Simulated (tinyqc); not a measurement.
Inside a calculation. Model: spin coating of a resist or spin-on film: centrifugal thinning, evaporation and the final thickness (Emslie and Meyerhofer models). Computed by tinyqc, a small Python program that keeps every step. Command: `OMP_NUM_THREADS=1 python tinyqc.py 3113049 3113050 out.jsonl spincoat walk`. One thread of a shared host (Intel(R) Xeon(R) Processor @ 2.30GHz), about 0.08 s of CPU time with the checks. Intermediate numbers are printed to about 6 digits and carried at full precision; extremes and crossings named in words are read from the listed rows.

A Newtonian film stays uniform over the wafer; solvent and solids have the same density and the concentration is uniform through the thickness.

Inputs (values chosen for the exercise, of the order of those of a polymer resist in an ester solvent):
```
quantity                                 value          unit
solids volume fraction c0                0.093             -
kinematic viscosity of the solvent nu_s      2        mm^2/s
viscosity constant k                       580        mm^2/s
viscosity exponent gamma                   2.4             -
spin speed f                              3000           rpm
evaporation rate at 1000 rpm e0          0.077  micrometre/s
starting thickness h0                      200    micrometre
time t                                    0.38             s
wafer radius R                             150            mm
shrinkage in the bake                       15             %
```

## Rates

omega = 2 pi f/60; nu(c) = nu_s + k c^gamma; evaporation rate e = e0 sqrt(f/1000 rpm). Flow constant K = 2 omega^2/(3 nu(c0)); Reynolds number of the air omega R^2/nu_air with nu_air = 15 mm^2/s.

omega = 314.159 1/s

nu(c0) = 3.93993 mm^2/s

evaporation rate e = 0.133368 micrometre/s

flow constant K = 0.0167001 1/(micrometre^2 s)

Reynolds number of the air = 471239

Caution: above a Reynolds number of about 3e5 the air flow near the rim turns turbulent, and evaporation is no longer uniform.

## Thinning without evaporation

dh/dt = -K h^3 gives h = h0/sqrt(1 + 2 K h0^2 t); for long times h = 1/sqrt(2 K t).

h(t) without evaporation = 8.86760 micrometre

long-time form = 8.87633 micrometre

time 1/(2 K h0^2) = 7.48498e-04 s

The long-time form is within 0.098 %: the starting thickness is forgotten.

## The two-stage estimate

Meyerhofer estimate: flow rules until (1 - c0) K h^3 = e, then evaporation alone: h_w = (e/((1 - c0) K))^(1/3), dry film c0 h_w.

wet thickness h_w = 2.06494 micrometre

dry film, estimate = 192.040 nm

drying time (1 - c0) h_w/e = 14.0431 s

## First explicit step of the full model

Solids s and liquid l per area start at s = c0 h0, l = (1 - c0) h0. With h = h0 and c = c0: Q = K h^3, K = 2 omega^2/(3 nu); one Euler step of length dt = 0.01 h0/Q for s and l, ds/dt = -c Q, dl/dt = -(1 - c) Q - e.

Q = 133601 micrometre/s

dt = 1.49700e-05 s

s = 18.414 micrometre

l = 179.586 micrometre

Q/e at the start = 1.00175e+06

## The full model

Full model for solids s and liquid l per area, h = s + l, c = s/h: ds/dt = -c Q, dl/dt = -(1 - c) Q - e, Q = 2 omega^2 h^3/(3 nu(c)); integrated adaptively (relative tolerance 1e-9) until l = 0. Dry film = s at l = 0, before the bake; film after the bake = s x (1 - shrinkage).

time to dry = 17.9906 s

dry film = 212.216 nm

film after the bake = 180.384 nm

## Course in time

Times are fractions of the time to dry.

History:
```
fraction    t (s)  h (micrometre)         c  nu (mm^2/s)          Q/e   s (nm)
0.003      0.0540         23.3893  0.093019       3.9409  1.60182e+03  2175.66
0.010      0.1799         12.8678  0.093116       3.9458  2.66402e+02  1198.20
0.030      0.5397          7.4253  0.093603       3.9703  5.08729e+01   695.03
0.100      1.7991          4.0192  0.096749       4.1329  7.75053e+00   388.86
0.200      3.5981          2.7611  0.104160       4.5463  2.28420e+00   287.59
0.350      6.2967          1.9468  0.121939       5.7168  6.36713e-01   237.39
0.500      8.9953          1.4541  0.151161       8.2242  1.84439e-01   219.80
0.700     12.5934          0.9353  0.227842      18.6628  2.16260e-02   213.09
0.900     16.1916          0.4522  0.469351      96.4112  4.73132e-04   212.23
```

Q/e drops below 1 between t = 3.6 and 6.3 s, when c has risen from 0.093 to about 0.122; after that row the solids fall by a further 11 %. The full model gives 1.11 times the two-stage estimate.

## Spin curve

The formulas are those given above.

Dry film against speed:
```
f (rpm)  full model (nm)  estimate (nm)  time to dry (s)
500              519.817        470.399          107.921
1000             367.568        332.623           53.967
1500             300.118        271.585           35.980
2000             259.910        235.200           26.985
3000             212.216        192.040           17.991
4000             183.784        166.311           13.493
6000             150.059        135.793            8.995
```

The full thickness goes as f^-0.500; the estimate as (e/omega^2)^(1/3) = f^(-1/2). The time to dry goes as f^-1.00. A thickness window of 1 % allows a speed error of about 2 %.

Checks made by the program: constant-viscosity run against c0 h0 exp(-int K h^2 dt) (relative difference 1e-05).
